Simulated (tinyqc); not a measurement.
What moves the results: sp3s* tight binding. A value that a table varies takes the place of the one given here.

sp3s* tight binding, nearest neighbours only: anion (a) at 0, cation (c) at a/4 (1,1,1), orbitals s, px, py, pz, s* on each; k in units of 2 pi/a. With phases e_j = exp(i (pi/2) k.n_j) for n = (1,1,1), (1,-1,-1), (-1,1,-1), (-1,-1,1): g0 = (e1+e2+e3+e4)/4, g1 = (e1+e2-e3-e4)/4, g2 = (e1-e2+e3-e4)/4, g3 = (e1-e2-e3+e4)/4. The diagonal holds the levels Esa, Epa, Exa (s*) and Esc, Epc, Exc. Anion-cation block: <sa|sc> = Vss g0; <sa|xc> = Vsapc g1; <xa|sc> = -Vscpa g1; <xa|xc> = Vxx g0; <xa|yc> = <ya|xc> = Vxy g3, <xa|zc> = <za|xc> = Vxy g2, <ya|zc> = <za|yc> = Vxy g1; <s*a|xc> = Vxapc g1; <xa|s*c> = -Vpaxc g1; y and z take g2 and g3 in place of g1; s-s* and s*-s* vanish.

Parameters, chosen for this exercise (near a published set for GaAs, fitted to gaps, whose masses and valley positions are rough; shifted at random, so the results belong to these values and not to a real crystal): Esa = -8.332 eV (s level of the anion); Epa = 1.032 eV (p level of the anion); Esc = -2.659 eV (s level of the cation); Epc = 3.723 eV (p level of the cation); Exa = 8.544 eV (s* level of the anion); Exc = 6.797 eV (s* level of the cation); Vss = -6.527 eV (s-s); Vxx = 1.982 eV (px-px); Vxy = 5.03 eV (px-py); Vsapc = 4.458 eV (s anion, p cation); Vscpa = 5.841 eV (s cation, p anion); Vxapc = 4.835 eV (s* anion, p cation); Vpaxc = 4.811 eV (p anion, s* cation); eta = 1.8 (scaling exponent); D001 = 0.91 (ratio -ezz/exx).

## What the s* orbital does

The s* couplings Vxapc and Vpaxc are scaled by f; f = 0 is the plain sp3 model. Gaps from the top of the valence band at Gamma; the Delta value is the minimum on (x,0,0), 0.5 <= x <= 1.

Gaps (eV):

| f | Gamma | Delta | L | x of the minimum |
|---|---|---|---|---|
| 0.00 | 1.6393 | 4.1292 | 3.0042 | 0.500 |
| 0.25 | 1.6393 | 4.0070 | 2.8928 | 0.500 |
| 0.50 | 1.6393 | 3.6986 | 2.5999 | 0.500 |
| 0.75 | 1.6393 | 3.0842 | 2.2048 | 1.000 |
| 0.90 | 1.6393 | 2.4734 | 1.9454 | 1.000 |
| 1.00 | 1.6393 | 2.0608 | 1.7685 | 1.000 |
| 1.10 | 1.6393 | 1.6463 | 1.5898 | 1.000 |

The gap at Gamma stays, since g1 to g3 vanish there. From f = 0 to 1 the s* levels lower the Delta value by 2.068 eV and L by 1.236 eV. For f = 0, 0.25 and 0.5 the least value lies at x = 0.5, the end of the range: any valley further out lies above that value until s* has lowered it enough. The lowest of the three is Gamma at both f = 0 and f = 1.

## Hydrostatic strain (sp3s* tight binding, strained)

Strain e moves each bond vector to d = (1 + e) d0 (no internal displacement for the diagonal strains used here) and k is given in fractions of the strained reciprocal cell, so the phases stay. Two-centre values Vss_sigma = Vss/4, Vsp_sigma = sqrt3 V/4 for each s-p and s*-p pair, Vpp_sigma = (Vxx + 2 Vxy)/4, Vpp_pi = (Vxx - Vxy)/4 are scaled by (d0/d)^eta and combined with the new direction cosines; the levels on the diagonal stay.

exx = eyy = ezz = e. Gaps as measured from the top of the valence band; the deformation potentials are (gap(0.01) - gap(-0.01))/0.06.

Gaps (eV):

| e | Gamma | Delta | L | x of the minimum |
|---|---|---|---|---|
| -0.03 | 2.0713 | 2.0468 | 1.9711 | 1.000 |
| -0.02 | 1.9227 | 2.0510 | 1.9014 | 1.000 |
| -0.01 | 1.7787 | 2.0557 | 1.8339 | 1.000 |
| 0.00 | 1.6393 | 2.0608 | 1.7685 | 1.000 |
| 0.01 | 1.5041 | 2.0663 | 1.7051 | 1.000 |
| 0.02 | 1.3731 | 2.0721 | 1.6438 | 1.000 |
| 0.03 | 1.2462 | 2.0782 | 1.5844 | 1.000 |

gap deformation potentials (eV): Gamma -4.577, Delta 0.176, L -2.147

Per unit of volume strain the gaps move by -4.58 (Gamma), +0.18 (Delta) and -2.15 eV (L). The lowest valley changes from L to Gamma between e = -0.02 and -0.01. These potentials follow from the one exponent eta, which fitted models replace by one for each integral; with it the sizes are rough, the sign for Delta can be wrong (in Si, Ge and the III-V crystals measured values are small and positive), and the pressures at which valleys cross, and which valley takes over, are rough too. A gap of zero, where one is listed, marks an s level that has sunk below the valence top.

## Biaxial strain splits the top of the valence band (sp3s* tight binding, strained)

No spin-orbit coupling; k = 0; exx = eyy = e, ezz = -D001 e. The four bonds keep equal lengths, and the sums over them give Vxx(e) for px and py and Vzz(e) for pz; each level is the lower root of [[Epa, V], [V, Epc]], and the s level the upper root of the s block. The shear potential b follows from E(x,y) - E(z) = 3 b (exx - ezz), taken as the slope between e = -0.005 and 0.005.

Couplings and levels at Gamma (eV):

| e | ezz | Vxx(e) | Vzz(e) | E(x,y) | E(z) | E(x,y) - E(z) (meV) | upper s level |
|---|---|---|---|---|---|---|---|
| -0.020 | 0.0182 | 1.8761 | 2.2706 | 0.0688 | -0.2618 | 330.6 | 1.6986 |
| -0.010 | 0.0091 | 1.9300 | 2.1247 | 0.0248 | -0.1374 | 162.2 | 1.6601 |
| -0.005 | 0.0046 | 1.9562 | 2.0529 | 0.0032 | -0.0771 | 80.3 | 1.6407 |
| 0.005 | -0.0046 | 2.0073 | 1.9119 | -0.0390 | 0.0396 | -78.7 | 1.6016 |
| 0.010 | -0.0091 | 2.0322 | 1.8426 | -0.0597 | 0.0960 | -155.7 | 1.5818 |
| 0.020 | -0.0182 | 2.0804 | 1.7065 | -0.1001 | 0.2044 | -304.5 | 1.5421 |

b = -2.774 eV

Under tension in the plane (e > 0) the bonds tilt towards the plane, Vxx grows to 2.0322 and Vzz falls to 1.8426 eV at e = 0.01, and the pz state forms the top of the valence band, by 155.7 meV; under compression (e = -0.01) the px, py pair does, by 162.2 meV. The slope gives b = -2.77 eV, a rough value, since on-site strain terms are left out (measured values lie near -2 eV).

## What each parameter does

Gaps from the top of the valence band at Gamma; Delta is the minimum on (x,0,0), 0.5 <= x <= 1. Each row changes one parameter from the base and keeps the others.

Results:

| case | Ev (eV) | gap Gamma (eV) | gap Delta (eV) | gap L (eV) |
|---|---|---|---|---|
| base | -0.0181 | 1.6393 | 2.0608 | 1.7685 |
| Vss = -6.827 eV | -0.0181 | 1.9154 | 2.0608 | 1.8412 |
| Vxy = 5.33 eV | -0.0181 | 1.6393 | 2.0608 | 1.6849 |
| Esc = -2.859 eV | -0.0181 | 1.5000 | 2.0608 | 1.6907 |
| Exa = 8.844 eV | -0.0181 | 1.6393 | 2.1544 | 1.7932 |
| Epa = 0.732 eV | -0.2554 | 1.8766 | 2.2982 | 1.9791 |
| Epc = 4.023 eV | 0.0446 | 1.5766 | 2.1696 | 1.7714 |

The largest shifts from the base row, up to three for each result and ties (the steps differ in size, so this ranks the rows, not the parameters). Ev (eV): Epa -0.2374, Epc +0.0626; unchanged at the printed digits by Vss, Vxy, Esc and Exa. gap Gamma (eV): Vss +0.2761, Epa +0.2374, Esc -0.1393; unchanged at the printed digits by Vxy and Exa. gap Delta (eV): Epa +0.2374, Epc +0.1088, Exa +0.0936; unchanged at the printed digits by Vss, Vxy and Esc. gap L (eV): Epa +0.2106, Vxy -0.0837, Esc -0.0778. Vxy and Exa cannot move Ev or the gap at Gamma, whose blocks do not hold them; s parameters never move Ev, and move the gap only where the lowest empty level at Gamma is s-like.

Program tinyqc; command `OMP_NUM_THREADS=1 python tinyqc.py 1480625 1480626 out.jsonl`; about 0.1 s on one thread of a shared Intel(R) Xeon(R) Processor @ 2.30GHz.
